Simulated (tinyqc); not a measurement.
# Rectangular fin or nanosheet with a gate all round, subbands and threshold shift from confinement: confinement against the height

Undoped body with a flat potential across it, hard walls, transport along x. Three valley pairs (g = 2 each) with the longitudinal mass along x, y or z. Non-parabolicity enters the subband edges through E (1 + al E) = gamma, so E = 2 gamma/(1 + sqrt(1 + 4 al gamma)); motion within a subband is taken as parabolic with the band-edge mass. Energies are counted from the bulk band edge.

gamma = C pi^2 [a^2/(my (t + dl)^2) + b^2/(mz (H + dl)^2)], C = hbar^2/(2 m0). Each subband has N_k = g sqrt(2 mx m0 kB T/(pi hbar^2)); without degeneracy n = exp(EF/Vt) sum N_k exp(-E_k/Vt). Classical value Nc times t H, Nc = sum over valleys of 2 g (m m0 kB T/(2 pi hbar^2))^1.5 with m = (mx my mz)^(1/3). Threshold shift dVT = Vt ln(classical value/sum N_k exp(-E_k/Vt)). With degeneracy n = sum N_k F((EF - E_k)/Vt), F(x) = (1/sqrt(pi)) int_0^infinity u^(-1/2) du/(1 + exp(u - x)); gate: Vg = EF + q n/(Cg P), P = 2 (t + H), summed over the 60 lowest subbands at most, with Vg counted from the value that would put EF at the bulk band edge of an empty body. The last two columns are for Vg = 0.4 V; sensitivity d(dVT)/dH by central differences between 0.99 and 1.01 times the value.

Inputs (values chosen for the exercise); masses close to those of silicon: temperature T = 77 K; longitudinal mass ml = 0.922 m0; transverse mass mt = 0.192 m0; non-parabolicity al = 0 1/eV; width (along y) t = 9.7 nm; widening of the box by penetration into the insulator dl = 0.3 nm; gate capacitance per area of interface Cg = 3 uF/cm^2.

Constants: q = 1.602176634e-19 C, kB = 1.380649e-23 J/K, hbar = 1.054571817e-34 J s, m0 = 9.1093837015e-31 kg, Vt = kB T/q, hbar^2/(2 m0) = 0.0380998212 eV nm^2. Results are converted to the units shown.

Confinement against the height:
```
H (nm)	E_1 (meV)	gap to the next edge (meV)	dVT (mV)	sensitivity (mV/nm)	n/P (cm^-2)	share of the lowest subband (%)
5.8	30.55	26.17	30.22	-2.877	6.075e12	31.87
7.7	25.96	8.722	25.37	-2.494	6.367e12	23.34
10	22.54	0.8901	20.20	-1.868	6.510e12	18.76
13	15.15	6.740	16.14	-0.9307	6.605e12	16.71
18	9.927	10.88	13.28	-0.3438	6.709e12	13.40
23	7.686	10.82	12.05	-0.1752	6.764e12	11.13
30	6.212	6.400	11.18	-0.09022	6.809e12	8.956
40	5.284	3.618	10.53	-0.04605	6.845e12	6.983
```

As H grows from 5.8 to 40 nm, E_1 falls from 30.5 to 5.28 meV and dVT falls from 30.2 to 10.5 mV. E_1 goes as H^(-0.57) at the thin end; an error of 0.2 nm moves the threshold by 0.58 mV in the first row and 0.0092 mV in the last. The charge per interface area rises from 6.08e12 to 6.85e12 cm^-2. In every row the charge in the last two columns would bend the potential across the body by some 30 mV or more, which is left out.

Numbers from tinyqc (`OMP_NUM_THREADS=1 python tinyqc.py 2350132 2350133 out.jsonl`; about 0.3 s on one thread of a shared Intel Xeon 2.30GHz).
